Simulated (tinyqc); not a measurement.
Orbital energy against energy difference: ionisation energy by orbital energies and by energy differences in the 6-31g* basis, for BeH2, spin multiplicity 1. Computed by the program tinyqc with PySCF. The cation is unrestricted; errors are against CCSD(T) in this basis, not against experiment.

Geometry (angstrom):
```
atom       x        y       z
Be    0.0000   0.0000  0.0000
H     0.0000   1.2490  0.1050
H     0.0000  -1.2490  0.1050
```

CCSD(T) difference in the same basis = 11.8687 eV

IP-EOM-CCSD = 11.9197 eV

First vertical ionisation energy (eV):
```
method   -e(HOMO)  E(cation) - E  error of -e(HOMO)  error of the difference
HF         12.370       11.54137              0.501                   -0.327
LDA         7.445       11.79354             -4.424                   -0.075
PBE         7.462       11.81582             -4.407                   -0.053
B3LYP       8.682       12.07120             -3.187                    0.203
PBE0        8.870       12.00167             -2.999                    0.133
LC-wPBE    11.864       12.31572          -4.31e-03                    0.447
```

Estimate the missing row, method = CAM-B3LYP.

Computed row:
```
method     -e(HOMO)  E(cation) - E  error of -e(HOMO)  error of the difference
CAM-B3LYP    10.384       12.16555             -1.485                    0.297
```

Koopmans errs by +0.50 eV and Delta-HF by -0.33 eV: relaxation, 0.83 eV, lowers the value and the missing correlation difference works against it. The PBE level is off by -4.4 eV through the wrong tail of its potential, though its energy difference is off by -0.05 eV; exact exchange deepens the level, and among the orbital energies LC-wPBE comes closest; among the differences PBE does.
